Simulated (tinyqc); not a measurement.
Octagonal on-chip spiral inductor, lumped pi model: one step of the calculation.

Outer diameter do = di + 2 n wd + 2 (n - 1) sp, mean da = (do + di)/2, fill p = (do - di)/(do + di), length l = 3.314 n da. L = 2.25 mu0 n^2 da/(1 + 3.55 p), mu0 = 4 pi 1e-7 H/m. Rs = rho l/(wd delta (1 - exp(-th/delta))), delta = sqrt(rho/(pi f mu0)). Cs = n wd^2 eps0 eo/hu across the coil. At each end Cox = l wd eps0 eo/(2 ho) leads to the substrate branch Rsi = 2 rs he/(l wd) in parallel with Csi = l wd eps0 11.7/(2 he). With one end grounded Y = 1/(Rs + i w L) + i w Cs + 1/[1/(i w Cox) + 1/(1/Rsi + i w Csi)], w = 2 pi f; Q = -Im Y/Re Y. Eddy currents in neighbouring turns and in the substrate are left out.

Problem. Admittance, quality factor and apparent inductance. Series branch 1/(Rs + i w L), substrate branch, total Y, Q = -Im Y/Re Y, apparent inductance Im(1/Y)/w, metal-only value w L/Rs, share of the loss in the substrate Re(substrate branch)/Re Y.

Parameters, values chosen for the exercise:
```
symbol,value,unit,meaning
f,11,GHz,frequency
```

L = 3.7215553 nH
Rs = 9.1701355 ohm
Cs = 3.1078199 fF
Cox = 20.200145 fF
Rsi = 13954.772 ohm
Csi = 7.4235533 fF

Wanted: series branch; substrate branch; Y; Q; apparent inductance; w L/Rs; share of the loss in the substrate.

Solution.

series branch = 0.138-3.883i mS
substrate branch = 0.0383+0.3766i mS
Y = 0.177-3.291i mS
Q = 18.63
apparent inductance = 4.383 nH
w L/Rs = 28.05
share of the loss in the substrate = 21.66 %

Q is 66.4 % of the metal-only value.

Computed by the program tinyqc: `OMP_NUM_THREADS=1 python tinyqc.py 2302129 2302130 out.jsonl`, one thread of a shared Intel Xeon 2.30GHz, about 0.01 s for the whole run.
